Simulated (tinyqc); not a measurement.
Gate voltage for a given inversion charge.

Problem. p-type body, charge-sheet picture, depletion and inversion only, full ionisation (an idealisation for deep acceptors), Boltzmann statistics (rough once Na exp(x - xn) passes about Nc/7). In units of Vt: xg = (Vg - Vfb)/Vt, x = psi/Vt, G = gamma/sqrt(Vt), xn = (2 phiF + Vc)/Vt. The implicit equation is (xg - x)^2 = G^2 [x - 1 + exp(x - xn)] for x above about 3. Cox = eps0 eox/tox. ni = sqrt(Nc Nv) exp(-Eg/(2 Vt)), Eg in volts; phiF = Vt ln(Na/ni); gamma = sqrt(2 q eps0 eps_r Na)/Cox. N_inv = (Cox Vt G/q) [sqrt(x - 1 + exp(x - xn)) - sqrt(x - 1)]. Find x - xn, psi and Vg.

Inputs (values chosen for the exercise); band and dielectric values close to those of 4H silicon carbide: temperature T = 250 K; band gap Eg = 3.2 eV; relative permittivity eps_r = 9.6; conduction-band density of states at T Nc = 1.29e19 cm^-3; valence-band density of states at T Nv = 1.92e19 cm^-3; relative permittivity of the gate insulator (close to silicon dioxide) eox = 3.9; insulator thickness tox = 1.3 nm; acceptor density Na = 8.6e17 cm^-3; flat-band voltage Vfb = -0.95 V; channel-body voltage Vc = 0.5 V.

Constants: q = 1.602176634e-19 C, kB = 1.380649e-23 J/K, Vt = kB T/q, eps0 = 8.8541878128e-14 F/cm where lengths are in cm. Results are converted to the units shown.

N_inv = 1.1e11 cm^-2

Solution. N_inv rises steadily with x, so it fixes x; the implicit equation then gives xg directly.

x - xn = 1.87
psi = 3.61 V
Vg = 3.02 V

Program tinyqc, `OMP_NUM_THREADS=1 python tinyqc.py 2122165 2122166 out.jsonl`; Intel Xeon 2.30GHz, shared host, one thread, about 0.01 s.
